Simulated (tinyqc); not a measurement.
Two electrons on one impurity (helium-like model): one step. The minimum over a and b. Three cases, with inputs chosen for the exercise.

Task: Give a, b, E, both binding energies and U, their difference.

Units Ha* = 2 Ry m/eps^2 and a* = a0 eps/m. One electron is bound by Z^2/2. Two electrons in the singlet built from exp(-a r) and exp(-b r): S = 8 (ab)^(3/2)/(a + b)^3, h_aa = a^2/2 - Z a, h_bb alike, h_ab = S (ab/2 - Z (a + b)/2), J = ab (a^2 + 3ab + b^2)/(a + b)^3, K = 20 (ab)^3/(a + b)^5, E = (h_aa + h_bb + 2 S h_ab + J + K)/(1 + S^2). For a = b this is a^2 - 2 Z a + 5a/8. Real double donors are deeper, since the central cell is left out.

Case 1.

Values chosen (out of a larger set: near those of impurities in cubic GaN; not measured data): Z = 2.8 (effective charge (1: D- centre, 2: double donor; other values mimic a central cell)).

Ha* = 55.81678 meV
a* = 26.3246 angstrom
E with equal orbitals = -6.1876562 Ha*

Case 2.

Values chosen (out of a larger set: near those of impurities in Si; not measured data): Z = 2.5 (effective charge (1: D- centre, 2: double donor; other values mimic a central cell)).

Ha* = 59.83364 meV
a* = 20.5693 angstrom
E with equal orbitals = -4.7851562 Ha*

Case 3.

Values chosen (out of a larger set: near those of impurities in InP; not measured data): Z = 2 (effective charge (1: D- centre, 2: double donor; other values mimic a central cell)).

Ha* = 13.19776 meV
a* = 86.5926 angstrom
E with equal orbitals = -2.8476562 Ha*

Give: a, b; E; binding of the first and second electron; U.

Result:

Case 1.

a, b (1/a*): 3.074  1.900

E = -6.21399 Ha*

binding of the first and second electron (meV): 218.80  128.04

U = 90.76 meV

Letting one electron stay close and the other roam (decay lengths 9 and 14 angstrom) gains 1.47 meV.

Case 2.

a, b (1/a*): 2.742  1.632

E = -4.81195 Ha*

binding of the first and second electron (meV): 186.98  100.94

U = 86.04 meV

Letting one electron stay close and the other roam (decay lengths 8 and 13 angstrom) gains 1.60 meV.

Case 3.

a, b (1/a*): 2.183  1.189

E = -2.87566 Ha*

binding of the first and second electron (meV): 26.40  11.56

U = 14.84 meV

Letting one electron stay close and the other roam (decay lengths 40 and 73 angstrom) gains 0.37 meV. The exact value for Z = 2 is -2.90372, 0.37 meV lower.

Computed by tinyqc, one run a case: `OMP_NUM_THREADS=1 python tinyqc.py N N+1 out.jsonl` with N = 1282535, 1282586, 1282673; one thread of a shared Intel(R) Xeon(R) Processor @ 2.30GHz, about 0.04 s a run at most.
